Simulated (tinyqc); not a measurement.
# Space-charge-limited current with shallow traps: effect of the thickness

One carrier type, drift only, an injecting contact at x = 0 (zero field) and thickness L. The share th = y/(1 + y), y = (Nc/Nt) exp(-Et/kB T), of the injected charge is free: J = q mu n F, eps0 eps_r dF/dx = q (n - n0)/th.

Ohmic J = q n0 mu V/L; Mott-Gurney J = (9/8) th eps0 eps_r mu V^2/L^3; they cross at Vx = 8 q n0 L^2/(9 th eps0 eps_r); traps fill at V_TFL = q Nt L^2/(2 eps0 eps_r). Exact: with u = n0/n(L), w = -u - ln(1 - u) and v = -u - u^2/2 - ln(1 - u), V = (q n0 L^2/(th eps0 eps_r)) v/w^2 and J = q^2 n0^2 mu L/(th eps0 eps_r w).

Inputs (values chosen for the exercise): temperature T = 350 K; relative permittivity eps_r = 11.1; mobility mu = 0.0033 cm^2/(V s); band density of states Nc = 6.4e20 cm^-3; trap density Nt = 1.2e15 cm^-3; trap depth Et = 0.32 eV; free carrier density in equilibrium n0 = 1.2e13 cm^-3; voltage V = 19 V.

Constants: q = 1.602176634e-19 C, kB = 1.380649e-23 J/K, Vt = kB T/q, eps0 = 8.8541878128e-14 F/cm where lengths are in cm. Results are converted to the units shown.

Effect of the thickness:
```
L (nm)  J (A/cm^2)  ohmic (A/cm^2)  Mott-Gurney (A/cm^2)  d ln J/d ln V
2700       0.06253        4.465e-4               0.06219          1.995
4200       0.01674        2.870e-4               0.01652          1.987
6800      0.004027        1.773e-4              0.003893          1.967
11000     0.001003        1.096e-4              9.197e-4          1.916
17000     3.036e-4        7.091e-5              2.492e-4          1.817
27000     9.753e-5        4.465e-5              6.219e-5          1.621
44000     3.741e-5        2.740e-5              1.437e-5          1.337
```

J falls from 0.0625 to 3.74e-5 A/cm^2, as L^(-2.98) between the first two rows and L^(-1.96) between the last two (space charge -3, ohmic -1). The thickness law marks a bulk-limited current; an electrode-limited one depends on V/L alone. For L = 2700, 4200 V exceeds half of V_TFL, which goes as L^2, so trap filling, left out here, would raise the current.

Range of the model: Diffusion and a field-dependent mobility are left out. With injecting contacts the diffusion current, about 4 pi^2 Vt th eps0 eps_r mu V/L^3, equals the Mott-Gurney current at V = 35 kB T/q (0.9 V at 300 K), so the drift-only result needs V well above that.

Computed by the program tinyqc: `OMP_NUM_THREADS=1 python tinyqc.py 2370122 2370123 out.jsonl`, one thread of a shared Intel Xeon 2.30GHz, about 0.01 s for the whole run.
